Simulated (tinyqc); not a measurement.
# Worked calculation: trench capacitor in an array: capacitance, non-linearity, leakage and relaxation

tinyqc, about 0.01 s, one thread, Intel Xeon 2.30GHz (shared host): `OMP_NUM_THREADS=1 python tinyqc.py 2102128 2102129 out.jsonl` Printed values are rounded.

A film between two metal electrodes, each interface adding a series capacitance ci. The small-signal permittivity is ek (1 + aq E^2); the field is found with the linear permittivity. Leakage J = J0 sinh(E/Ef). After a voltage step the film passes a relaxation current kr C V tt^(-nr), tt being the time in seconds. The sidewall is a coaxial capacitor with radii a = dm/2 - t and b = dm/2, depth AR dm; the end face is left out.

Values chosen for this exercise; permittivity of the order of that of titanium dioxide:

| symbol | value | unit | meaning |
|---|---|---|---|
| ek | 76.7 |  | relative permittivity of the film |
| t | 24 | nm | film thickness |
| ci | 1000 | uF/cm^2 | capacitance of each electrode interface (dead layer and screening) |
| aq | 0.027 | cm^2/MV^2 | quadratic field coefficient of the permittivity |
| V | 2.1 | V | bias |
| J0 | 1.4e-11 | A/cm^2 | leakage prefactor |
| Ef | 0.41 | MV/cm | field for an e-fold rise of the leakage |
| dm | 230 | nm | diameter of the hole |
| AR | 50 |  | aspect ratio, depth over diameter |
| pt | 410 | nm | pitch of the square array |
| rho | 160 | uohm cm | resistivity of the inner electrode |

Constants: eps0 = 8.8541878128e-14 F/cm where lengths are in cm. Results are converted to the units shown.

## Planar capacitance, field and non-linearity

Planar film: Cf = eps0 ek/t, 1/C = 1/Cf + 2/ci, EOT = 3.9 eps0/C, effective permittivity C t/eps0, E = (V/t) C/Cf; quadratic coefficient [C(V)/C - 1]/V^2 with Cf (1 + aq E^2) in C(V).

Cf = 2.82965 uF/cm^2
C = 2.81373 uF/cm^2
EOT = 1.22725 nm
effective permittivity = 76.2684
E = 0.870076 MV/cm
quadratic coefficient = 4608.28 ppm/V^2
J = 5.76043e-11 A/cm^2

The interfaces take 0.563 % of the voltage.

## Cell capacitance, fields and time constant

Per length 1/c = ln(b/a)/(2 pi eps0 ek) + (1/a + 1/b)/(2 pi ci); cell capacitance c AR dm; per footprint over pt^2; fields c V/(2 pi eps0 ek r) at r = a and b; resistance of the inner electrode rho AR dm/(pi a^2); time constant R C/3 of the distributed line.

a = 91 nm
b = 115 nm
cell capacitance = 208.448 fF
capacitance per footprint = 124.002 uF/cm^2
field at a = 0.980289 MV/cm
field at b = 0.775707 MV/cm
R = 0.707270 kohm
R C/3 = 49.1430 ps

The array gives 44.1 times the planar capacitance per footprint; curvature makes the field at the inner electrode 1.13 times the planar value.
